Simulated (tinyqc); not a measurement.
# Worked calculation: single-electron transistor, orthodox theory and master equation

Numbers from tinyqc (`OMP_NUM_THREADS=1 python tinyqc.py 2780043 2780044 out.jsonl`; about 0.01 s on one thread of a shared Intel Xeon 2.30GHz). Printed values are rounded.

A metal island with n extra electrons joins the left lead (voltage V) and the right lead (0 V) by tunnel junctions and couples to a gate. Cs = CL + CR + Cg. Adding electron n + 1 costs mu(n) = [q (n + 1/2) - CL V - Cg Vg]/Cs (in volts); the Fermi levels are -V (left) and 0 (right). A jump that gains the energy W has the rate G(W) = (W/q)/(R [1 - exp(-W/Vt)]), W in volts, Vt = kB T/q. Sequential tunnelling only; I > 0 flows from left to right.

Values chosen for this exercise:
- CL = 20 aF (capacitance of the left junction)
- CR = 14 aF (capacitance of the right junction)
- Cg = 8.5 aF (gate capacitance)
- RL = 200 kohm (resistance of the left junction)
- RR = 190 kohm (resistance of the right junction)
- T = 1.1 K (temperature)
- V = 1 mV (bias of the left lead)
- Vg = 17 mV (gate voltage)
- n0 = 0 (lowest charge state kept)
- n1 = 1 (highest charge state kept)

Constants: q = 1.602176634e-19 C, kB = 1.380649e-23 J/K, Vt = kB T/q. Results are converted to the units shown.

Range of the model: Cotunnelling, which dominates deep in the blockade, is left out.

## Charging energy and addition levels

q/Cs, the gate period q/Cg, and mu(n) for the transitions kept.

q/Cs = 3.769827 mV
q/Cg = 18.84914 mV
kB T/(q^2/Cs) = 0.02514456
mu(n), n to n + 1, n 0 to 0 (mV): [-1.985675]

## Tunnelling rates

Onto the island: from the left W = -V - mu(n), from the right W = -mu(n); off the island (n + 1 to n): to the left W = mu(n) + V, to the right W = mu(n).

| n to n + 1, n | on from left (1/ns) | on from right (1/ns) | off to left (1/ns) | off to right (1/ns) |
|---|---|---|---|---|
| 0 | 30.76142 | 65.22950 | 9.376129e-4 | 5.210084e-8 |

## Probabilities and current

Steady state: p(n + 1)/p(n) = (sum of on rates)/(sum of off rates), normalised. I = q sum_n [p(n + 1) (off to left) - p(n) (on from left)].

p(n), n 0 to 1: [9.768172e-6, 0.9999902]
I = 1.020780e-4 nA
mean n = 0.9999902

Two plain resistors in series would pass 2.56 nA; this is 0.00398 % of that. One charge state holds over 99 % of the weight.
